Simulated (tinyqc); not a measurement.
Worked calculation: one-electron ion in a basis of Gaussians. One step of it, computed by the program tinyqc.

Question. Generalised eigenproblem. Solve H C = S C e through S^(-1/2); each column has its largest component positive (the first on a tie).

H = T + V (hartree):
```
           1          2
1  -0.659232  -0.674548
2  -0.674548  -0.857809
```

S:
```
          1         2
1  1.000000  0.826832
2  0.826832  1.000000
```

Give: eigenvalues of S; eigenvalues; coefficients.

Answer.

eigenvalues of S: 0.1732  1.8268

eigenvalues (hartree): -0.8662  -0.4032

coefficients:
```
         1        2
1  -0.2392   1.7618
2   1.1887  -1.3222
```

For Z = 3 and l = 1 the exact lowest level is -Z^2/(2 n^2) with n = l + 1: -1.125000 hartree.
